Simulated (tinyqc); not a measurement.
Electrons shared among three sets of ellipsoidal valleys, step by step. Values are carried at full precision from step to step, so a last printed digit may differ when a step is redone from the rounded ones.

Constants: hbar^2/2m0 = 3.80998211 eV angstrom^2; kB = 8.617333262e-05 eV/K.

Inputs chosen for the exercise (masses and offsets near those of GaAs; mobilities are free inputs, held fixed; shifted at random, so the results belong to these values and not to a real crystal):
```
symbol  value                    unit        meaning
ml      (0.065, 1.977, 1.324)    m0          longitudinal masses of Gamma, L, X
mt      (0.065, 0.0762, 0.2374)  m0          transverse masses
M       (1, 4, 3)                            valleys in each set
T       300                      K
dE      (0, 0.294, 0.533)        eV          edges of Gamma, L, X above the first
n       7e+19                    1/cm^3      total electron density
mu      (8600, 940, 250)         cm^2/(V s)  mobility of each set
```

## Masses of each set

One valley: m_d = (ml mt^2)^(1/3). Whole set: m_de = M^(2/3) m_d. Mean over three axes: 1/m_c = (1/ml + 2/mt)/3. Anisotropy K = ml/mt.

m_d, m_de, m_c (m0) and K of each set:
```
set       m_d    m_de     m_c      K
Gamma  0.0650  0.0650  0.0650   1.00
L      0.2256  0.5684  0.1121  25.94
X      0.4210  0.8757  0.3268   5.58
```

m_de/m_c is 1.00 for Gamma, 5.07 for L, 2.68 for X: many anisotropic valleys give many states at a light conductivity mass. m_c is the mean over three axes; a set that holds only some of the equivalent valleys conducts with a mass that depends on direction.

## Effective densities of states

N_i = M_i times N = 2 (m kB T/(4 pi c))^(3/2) with c = hbar^2/2m0, in 1/angstrom^3; times 1e24 for 1/cm^3, with m = (ml mt^2)^(1/3).

kT = 0.025852 eV

N_i (1/cm^3): Gamma 4.1586e+17, L 1.0755e+19, X 2.0564e+19

## Fermi level and populations

F_j(eta) = (1/Gamma(j + 1)) integral_0^infinity x^j dx/(1 + exp(x - eta)), which tends to exp(eta) for eta << 0.

Solve n = sum_i N_i F_1/2((EF - dE_i)/kT), energies from the edge of the first set.

EF = 0.3769 eV

eta_i: Gamma 14.58, L 3.21, X -6.04

n_i (1/cm^3): Gamma 1.75e+19, L 5.24e+19, X 4.90e+16

shares: Gamma 0.2502, L 0.7491, X 0.0007

L holds most electrons (74.9 %). Boltzmann weights N_i exp(-dE_i/kT) would give L a share of 0.0003.

## Drift and Hall mobility of the mixture

With f_i the shares, mu_drift = sum f_i mu_i; low-field Hall mobility mu_H = sum f_i mu_i^2/mu_drift (scattering and anisotropy factors set to 1); the Hall density is n mu_drift/mu_H; rho = 1/(e n mu_drift), e = 1.602176634e-19 C.

mu_drift = 2856 cm^2/(V s)
mu_H = 6711 cm^2/(V s)
Hall density = 2.98e+19 1/cm^3
rho = 3.12e-05 ohm cm

A Hall measurement would read 42.6 % of the true density. The mobilities are of the size met in pure crystals; at this density impurities would cut them and raise rho, by a factor of two to ten or more depending on crystal and density.

## Checks

- Share of L at n = 1e10 1/cm^3 against the Boltzmann weight: both 0.0002975.

(tinyqc, `OMP_NUM_THREADS=1 python tinyqc.py 1651043 1651044 out.jsonl`, Intel(R) Xeon(R) Processor @ 2.30GHz, 1 thread, shared host, about 0.01 s.)
